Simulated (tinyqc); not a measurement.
From pressure ratio back to atoms in the particle N: equilibrium crystal shape, supported particles, Gibbs-Thomson effect and coarsening. Computed by tinyqc, a small Python program. Command: `OMP_NUM_THREADS=1 python tinyqc.py 3002745 3002746 out.jsonl wulff inv`. One thread of a shared host (Intel(R) Xeon(R) Processor @ 2.30GHz), about 0.2 s of CPU time with the checks.

A cubic crystal bounded by {100}, {110} and {111} facets only.

Inputs (values chosen for the exercise, modelled on copper): atomic volume Omega = 11.81 angstrom^3; temperature T = 825 K.

Surface energies: given.

surface energies gamma(100), gamma(110), gamma(111) (J/m^2): [1.5, 1.57, 1.34]

Constants: e = 1.602176634e-19 C; k_B = 8.617333262e-05 eV/K.

Method:
- The energies and Omega are given.
- Wulff construction: the facet planes lie at distances lambda gamma from the centre, and the shape is the region inside all of them; V = (1/3) sum of area x distance. gamma_mean = sum A gamma / sum A; shape factor eta = A/V^(2/3) (4.836 for a sphere). lambda follows from V = N Omega.
- For the Wulff shape mu - mu(bulk) = 2 Omega gamma/h, with gamma and h = lambda gamma the energy and distance of any one facet plane, here (111); the vapour pressure rises by exp[(mu - mu(bulk))/(k_B T)].

Problem. A run gave the result below. Find the atoms in the particle N, known to lie between 630 and 970.

pressure ratio = 12.15222

Solution.

Each step takes the trial c = (a f_b - b f_a)/(f_b - f_a), f being the result less the target and a, b, c the logarithms of the listed values; c replaces end b, the old b replaces a if the sign of f changed, and otherwise f_a is halved.

Scan of the range:
```
atoms in the particle N  pressure ratio
630                             13.2264
677                             12.4413
727                             11.7265
782                             11.0533
840                             10.4448
903                              9.8771
970                              9.3580
```

False position (Illinois rule, in the logarithm of the input) inside the bracket:
```
step    end a    end b    trial  pressure ratio
1     677.000  727.000  696.793         12.1451
2     677.000  696.793  695.846         12.1588
3     696.793  695.846  696.300         12.1522
4     695.846  696.300  696.300         12.1522
```

Pressure ratio falls at every point of a 13-point scan of the range (every second point is shown), so one value fits; it is bracketed by 677 and 727. Answer: atoms in the particle N = 696.3.

Caution: below a few thousand atoms edges and corners add to the energy and facets hold few atoms.
